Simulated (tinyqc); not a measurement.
Changing the temperature T: leakage currents through a thin dielectric. Computed by tinyqc, a small Python program. Command: `OMP_NUM_THREADS=1 python tinyqc.py 3022721 3022722 out.jsonl leak sweep`. One thread of a shared host (Intel(R) Xeon(R) Processor @ 2.30GHz), about 0.4 s of CPU time with the checks.

Electrons leave an electrode with Fermi energy E_F above its band bottom; barriers are counted from the Fermi level, and both electrodes are alike. They cross the interlayer first.

Inputs (values chosen for the exercise, modelled on TiO2):

| quantity | value | unit |
|---|---|---|
| barrier height phi_B | 0.601 | eV |
| tunnelling mass m | 0.44 | m_0 |
| static permittivity k | 47.9 | - |
| optical permittivity k_o | 5.89 | - |
| trap depth phi_t | 0.44 | eV |
| Poole-Frenkel prefactor sigma_0 | 1.2e-07 | S/cm |
| thickness t | 2.1 | nm |
| electrode Fermi energy E_F | 0.17 | eV |
| electrode mass m_e | 0.5 | m_0 |
| voltage V | 0.57 | V |
| interlayer thickness t_i | 0.83 | nm |
| interlayer barrier phi_i | 3.1 | eV |
| interlayer mass m_i | 0.45 | m_0 |
| interlayer permittivity k_i | 3.9 | - |

Stack: dielectric on an interlayer.

Constants: k_B = 8.617333262e-05 eV/K; m_0 = 9.1093837015e-31 kg; e = 1.602176634e-19 C; hbar = 1.054571817e-34 J s; k_B = 1.380649e-23 J/K; eps_0 = 8.8541878128e-12 F/m; h = 6.62607015e-34 J s.

Method:
- Fields: F_i = V/(t_i + t k_i/k), F = F_i k_i/k; equivalent oxide thickness 3.9 (t/k + t_i/k_i).
- WKB: a layer of mass m, field F and barrier b(x) = b_0 - e F x gives the exponent (4 sqrt(2 m)/(3 hbar e F)) [b_0^(3/2) - max(b_0 - e F t, 0)^(3/2)] for b_0 > 0; b_0 = barrier - (E - E_F), less e F_i t_i for the second layer; the transmission is D(E) = exp(-sum of exponents), without image force.
- Tsu-Esaki: J = (e m_e k_B T/(2 pi^2 hbar^3)) int D(E) ln[(1 + exp((E_F - E)/k_B T))/(1 + exp((E_F - eV - E)/k_B T))] dE over the normal energy E (its change with the mass at an interface is neglected) from max(0, E_F - 3 eV) to E_F + largest barrier, by 100 Gauss-Legendre points in each part, split at E_F - 0.3 eV (if inside the range) and E_F + 8 k_B T.
- The mean energy weights E - E_F by the integrand.
- Schottky emission J = A T^2 exp(-(phi_B - sqrt(e^3 F/(4 pi k_o eps_0)))/k_B T), A = 4 pi e m k_B^2/h^3 with the tunnelling mass; Poole-Frenkel J = sigma_0 F exp(-(phi_t - sqrt(e^3 F/(pi k_o eps_0)))/k_B T); both use the field F of the dielectric and ignore the interlayer.

One run for each value:

| temperature T (K) | tunnel current density (A/cm^2) | Poole-Frenkel current density (A/cm^2) | Schottky current density (A/cm^2) | mean energy of the current above E_F (eV) |
|---|---|---|---|---|
| 150 | 20.97 | 1.3066e-09 | 2.8827e-11 | -0.06131 |
| 180 | 23.38 | 2.4417e-08 | 2.4403e-08 | -0.05093 |
| 220 | 28.57 | 3.4964e-07 | 1.2002e-05 | -0.03170 |
| 260 | 36.99 | 2.2075e-06 | 9.2739e-04 | -0.00849 |
| 320 | 58.19 | 1.4763e-05 | 8.8101e-02 | 0.02617 |
| 380 | 93.07 | 5.4179e-05 | 2.1087e+00 | 0.05467 |
| 460 | 166.76 | 1.8096e-04 | 4.2720e+01 | 0.08266 |
| 550 | 294.73 | 4.6203e-04 | 4.7038e+02 | 0.10539 |

Describe and explain the trends.

Over the rows, tunnel current density (A/cm^2) rises from 21.0 to 295 (exponent d ln y / d ln x 0.60 between the first rows and 3.2 between the last); Poole-Frenkel current density (A/cm^2) rises from 1.31e-9 to 4.62e-4 (exponent d ln y / d ln x 16 between the first rows and 5.2 between the last); Schottky current density (A/cm^2) rises from 2.88e-11 to 470 (exponent d ln y / d ln x 37 between the first rows and 13 between the last). Arrhenius slopes between the last two rows: tunnelling 0.138 eV, Poole-Frenkel 0.227 eV (the lowered trap depth).

Extremes, crossings and ranges named in words are read from the listed rows.
